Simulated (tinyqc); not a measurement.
## Bandgap voltage reference from two bipolar transistors: output against temperature

Two transistors of area 1 and N carry the same current I. Is(T) = Is (T/T0)^eta exp[(Vg0 q/kB)(1/T0 - 1/T)], VBE1 = Vt ln(I/Is(T)) + I rb, VBE2 = Vt ln(I/(N Is(T))) + I rb/N. The amplifier forces I R1(T) = VBE1 - VBE2 + Vos, with R(T) = R (1 + tc (T - T0)) for both resistors, and the output is Vref = VBE1 + I R2(T). Base currents and the Early effect are neglected.

Vt = kB T/q; I = (Vt ln N + Vos)/(R1(T) - rb (1 - 1/N)).

Values chosen for this exercise; values of the order met in silicon bipolar transistors: reference temperature T0 = 323 K; band-gap voltage extrapolated to 0 K Vg0 = 1.196 V; temperature exponent of the saturation current eta = 3.2; saturation current of the unit transistor at T0 Is = 4.6e-16 A; area ratio of the second transistor N = 4; resistor across which the difference of VBE falls, at T0 R1 = 4.8 kohm; temperature coefficient of both resistors tc = 0 ppm/K; offset of the amplifier Vos = 0 mV; series resistance of the unit transistor rb = 0 ohm; output resistor at T0 R2 = 79.22 kohm.

Constants: q = 1.602176634e-19 C, kB = 1.380649e-23 J/K. Results are converted to the units shown.

Output against temperature:
```
T (K)  I (uA)  VBE1 (V)  I R2 (V)  Vref (V)  Vref - Vref(T0) (mV)  dVref/dT (uV/K)
218     5.426    0.8481    0.4298     1.278                -15.37            186.1
233     5.799    0.8212    0.4594     1.281                -12.68            173.5
253     6.297    0.7851    0.4988     1.284                -9.364            157.9
273     6.794    0.7487    0.5383     1.287                -6.353            143.4
298     7.417    0.7028    0.5875     1.290                -2.977            126.8
323     8.039    0.6564    0.6368     1.293                     0            111.6
348     8.661    0.6098    0.6861     1.296                 2.610            97.43
373     9.283    0.5627    0.7354     1.298                 4.880            84.28
398     9.905    0.5154    0.7847     1.300                 6.831            71.98
423     10.53    0.4678    0.8340     1.302                 8.485            60.43
```

VBE1 falls by 1.86 mV/K on average and I R2 rises by 1.97 mV/K. The slope of Vref vanishes at T = 582 K. Between 233 and 398 K Vref spans 19.5 mV, or 91.5 ppm/K by the box method (span over the average over T, over 165 K).

Program tinyqc, `OMP_NUM_THREADS=1 python tinyqc.py 2062008 2062009 out.jsonl`; Intel Xeon 2.30GHz, shared host, one thread, about 0.03 s.
